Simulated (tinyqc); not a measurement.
Gaps across the alloy: virtual-crystal alloy in the empirical-pseudopotential method.

Empirical pseudopotential on the fcc lattice, atoms at +/- tau, tau = a (1,1,1)/8, no spin-orbit coupling. H(G,G') = c (2 pi/a)^2 |k + G|^2 delta + VS(q) cos(q.tau) + i VA(q) sin(q.tau), q = G - G', c = hbar^2/2m0; k and G in units of 2 pi/a; VS at |q|^2 = 3, 8, 11 and VA at 3, 4, 11, in rydberg, zero elsewhere. At each k the basis holds all G with |k + G|^2 up to 16; energies are counted from the fourth level at Gamma.

Virtual crystal A(1-x)B(x): a = (1 - x) a_A + x a_B. Rule linear: V = (1 - x) V_A + x V_B. Rule volume: V = [(1 - x) a_A^3 V_A + x a_B^3 V_B]/a^3, since a form factor is an atomic potential divided by the cell volume.

Constants: hbar^2/2m0 = 3.80998211 eV angstrom^2; Ry = 13.60569312 eV.

Parameters, chosen for this exercise (classic local form factors of the size used for Si (A) and Ge (B), which place X and L only to a few tenths of an eV; shifted at random, so the results belong to these values and not to a real crystal): a = (5.428, 5.653) angstrom (lattice constants of A, B); VSA = (-0.213, 0.04, 0.08) Ry (symmetric form factors of A); VAA = (0, 0, 0) Ry (antisymmetric form factors of A); VSB = (-0.235, 0.01, 0.059) Ry (symmetric form factors of B); VAB = (0, 0, 0) Ry (antisymmetric form factors of B); rule = volume (mixing rule).

Gaps from the valence top to the fifth band at Gamma, at L = (1/2,1/2,1/2) and at the lowest of k = (f,0,0), f = 0.70, 0.75, ..., 1.00. Bowing C = 4 [(E(0) + E(1))/2 - E(1/2)].

Gaps (eV):
```
x      Gamma  Delta/X  f of the minimum      L   lowest
0.000  3.395    0.830              0.85  1.853  Delta/X
0.167  3.419    0.877              0.85  1.697  Delta/X
0.333  2.958    0.921              0.85  1.541  Delta/X
0.500  2.489    0.963              0.85  1.387  Delta/X
0.667  2.030    1.002              0.85  1.234  Delta/X
0.833  1.579    1.040              0.85  1.084  Delta/X
1.000  1.139    1.074              0.85  0.936        L
```

bowing (eV): Gamma -0.889, Delta/X -0.042, L 0.032

The lowest valley changes: Delta/X to L between x = 0.833 and 1.000. From A to B the Gamma gap moves by -2.26 eV, L by -0.92 eV and Delta/X by +0.24 eV; a move of Delta/X below about 0.4 eV is within the error of such form factors, sign included. The virtual crystal holds no disorder and no bond relaxation, so its bowing comes from the non-linear dependence on the mean potential and volume alone, and it may differ from measured bowing, which is positive in these alloys, in size and even in sign; crossings move with it; where the character of the fifth band at Gamma changes along x, its value mixes two levels.

(tinyqc, `OMP_NUM_THREADS=1 python tinyqc.py 1050522 1050523 out.jsonl`, Intel(R) Xeon(R) Processor @ 2.30GHz, 1 thread, shared host, about 0.2 s.)
